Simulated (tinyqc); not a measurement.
Koster-Slater impurity in a tight-binding band, by Green functions and by supercells: one step, computed by the program tinyqc. Command: `OMP_NUM_THREADS=1 python tinyqc.py 3005780 3005781 out.jsonl kosterslater walk`. One thread of a shared host (Intel(R) Xeon(R) Processor @ 2.30GHz), about 0.05 s of CPU time with the checks.

One orbital per site, e(k) = -2 t sum cos(k_i) over 3 direction(s), band from -6 t to 6 t, lattice constant 1. One site has the extra energy U. Spin is left out.

Problem. The host Green function outside the band. Outside the band G0(E) = (1/pi) int_0^pi dk (2/(pi z)) K(16 t^2/z^2), z = E + 2 t cos k, K the complete elliptic integral with parameter m; 200 Gauss-Legendre points. A bound state solves 1/U = G0(E). Energies: 0.05, 0.2, 0.5, 1, 2, 4 and 8 t beyond the band edge on the side of U, rounded to four digits.

Inputs (values chosen for the exercise, for a model band): hopping t = 0.78 eV; impurity potential U = -5.87 eV.

Lattice: simple cubic.

Give: Scan on the side of U.

Solution.

Scan on the side of U:
```
E (eV)   G0 (1/eV)  1/U - G0 (1/eV)
-4.719    -0.30057          0.13021
-4.836    -0.27642          0.10606
-5.070    -0.24855          0.07820
-5.460    -0.21862          0.04826
-6.240    -0.18068          0.01032
-7.800    -0.13737         -0.03299
-10.920   -0.09462         -0.07574
```

G0 stays finite at the band edge, 0.252731/t in size, so binding needs |U| > 3.957 t.
